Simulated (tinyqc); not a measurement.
Inputs raised by 2 %, one at a time: Deal-Grove kinetics of thermal oxidation of silicon. Computed by tinyqc, a small Python program. Command: `OMP_NUM_THREADS=1 python tinyqc.py 3019034 3019035 out.jsonl oxide sens`. One thread of a shared host (Intel(R) Xeon(R) Processor @ 2.30GHz), about 0.3 s of CPU time with the checks.

Oxidant diffuses through the oxide and reacts at the interface, so that dx/dt = B/(A + 2x) for the oxide thickness x.

Inputs (values chosen for the exercise, close to those used for silicon):
```
quantity                             value    unit
prefactor B0                           756  um^2/h
activation energy E_B                 1.23      eV
prefactor (B/A)0                  6.25e+06    um/h
activation energy E_A                    2      eV
temperature T                          925       C
oxidant pressure p                       2     atm
pressure exponent m of B/A            0.74       -
initial oxide x_i                    0.002      um
time t                                   1       h
ratio c of the extra rate to B/A       5.8       -
decay length L                      0.0068      um
```

Ambient: dry oxygen. Surface: (111). Extension: thin-film term.

Constants: k_B = 8.617333262e-05 eV/K.

Method:
- B = B0 p exp(-E_B/(k_B T)), B/A = (B/A)0 p^m exp(-E_A/(k_B T)), p in atm; A = B/(B/A).
- Temperatures in kelvin are T(C) + 273.15.
- tau = (x_i^2 + A x_i)/B and x = (A/2) [sqrt(1 + 4 B (t + tau)/A^2) - 1], the root of x^2 + A x = B (t + tau).
- Silicon consumed is 0.44 times the oxide grown; the rate is B/(A + 2x).
- Thin-film (Massoud) form: dx/dt = B/(A + 2x) + c (B/A) exp(-x/L), integrated from x_i by fourth-order Runge-Kutta in 2000 steps, the i-th of length (2 i - 1) t/2000^2.

Runs; columns: (1) input moved; (2) from; (3) to; (4) oxide thickness x (um); (5) final growth rate (um/h); (6) length A (um); (7) thickness with the thin-film term (um):
```
(1)                             (2)      (3)      (4)      (5)     (6)      (7)
base run                          -        -  0.03695  0.03119  0.2511  0.04684
prefactor B0 (um^2/h)           756   771.12  0.03703  0.03131  0.2561  0.04693
activation energy E_B (eV)     1.23   1.2546  0.03588  0.02962  0.1978  0.04559
prefactor (B/A)0 (um/h)     6250000  6375000  0.03748  0.03156  0.2461  0.04733
activation energy E_A (eV)        2     2.04  0.02739  0.02387  0.3698  0.03793
oxidant pressure p (atm)          2     2.04  0.03743  0.03159  0.2523  0.04730
time t (h)                        1     1.02  0.03757  0.03107  0.2511  0.04743
```

Exponents ln(y'/y) / ln(x'/x):
```
input                  oxide thickness x  final growth rate  length A  thickness with the thin-film term
prefactor B0                       0.113              0.200     1.000                              0.106
activation energy E_B             -1.479             -2.601   -12.032                             -1.366
prefactor (B/A)0                   0.728              0.602    -1.000                              0.525
activation energy E_A            -15.123            -13.509    19.564                            -10.644
oxidant pressure p                 0.654              0.650     0.260                              0.497
time t                             0.844             -0.193     0.000                              0.634
```

To which inputs is each result most sensitive?

Among the inputs moved here: oxide thickness x answers most in size to activation energy E_A (exponent -15.123), next to activation energy E_B (-1.479). Final growth rate answers most in size to activation energy E_A (exponent -13.509), next to activation energy E_B (-2.601). Length A answers most in size to activation energy E_A (exponent +19.564), next to activation energy E_B (-12.032); its exponent is below 0.0005 for time t. Its exponent +1.000 in prefactor B0: A = B/(B/A). Its exponent -1.000 in prefactor (B/A)0: A = B/(B/A). Thickness with the thin-film term answers most in size to activation energy E_A (exponent -10.644), next to activation energy E_B (-1.366).
